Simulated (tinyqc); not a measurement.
How the errors depend on the field: Haynes-Shockley experiment: drift, diffusion and decay of a minority-carrier pulse. Computed by tinyqc, a small Python program. Command: `OMP_NUM_THREADS=1 python tinyqc.py 3114266 3114267 out.jsonl haynes walk`. One thread of a shared host (Intel(R) Xeon(R) Processor @ 2.30GHz), about 0.01 s of CPU time with the checks.

A thin sheet of excess carriers is made at x = 0, t = 0 in a long uniform bar; injection is low, so the pulse moves with the minority mobility.

Inputs (values chosen for the exercise, modelled on holes in n-type silicon in a lightly doped bar): minority mobility mu = 463 cm^2/(V s); lifetime tau = 38 microsecond; temperature T = 330 K; field F = 4.6 V/cm; distance d to the collector = 0.29 cm; injected sheet density N0 = 7.7e+09 1/cm^2.

Constants: k_B = 8.617333262e-05 eV/K.

Method:
- D = mu k_B T/e, v = mu F.
- Transit time d/v, diffusion length sqrt(D tau), drift length v tau, Peclet number v d/D = e F d/(k_B T).
- dn(x, t) = N0/sqrt(4 pi D t) exp(-(x - v t)^2/(4 D t) - t/tau).
- At fixed x the signal peaks where d ln(dn)/dt = 0: a t^2 + t/2 - x^2/(4 D) = 0 with a = v^2/(4 D) + 1/tau.
- The full width at half maximum is found by solving dn(x, t) = peak/2 on both sides of the peak.
- With w that width: mu = d/(F t_p); D = (w d)^2/(16 ln2 t_p^3). The field is scaled by the factors listed.

D = 13.1664 cm^2/s

Errors of the simple reading:
```
factor  F (V/cm)   v d/D  v^2 tau/(4 D)  error of mu (%)  error of D (%)
0.5         2.30   23.46           0.82           53.393          4.9761
0.7         3.22   32.84           1.60           30.500          4.1398
1.0         4.60   46.91           3.27           16.412          3.2155
1.5         6.90   70.37           7.36            8.004          2.2867
2.5        11.50  117.28          20.46            3.271          1.4209
4.0        18.40  187.64          52.37            1.485          0.8984
7.0        32.20  328.37         160.37            0.616          0.5155
```

What follows from these numbers?

The error of mu falls from 53.4 to 0.616 %. For large v d/D it is about D/(v d) + 2 D/(v^2 tau), here 0.616 % in the last row: one part from spreading, one from recombination.

Extremes, crossings and ranges named in words are read from the listed rows.
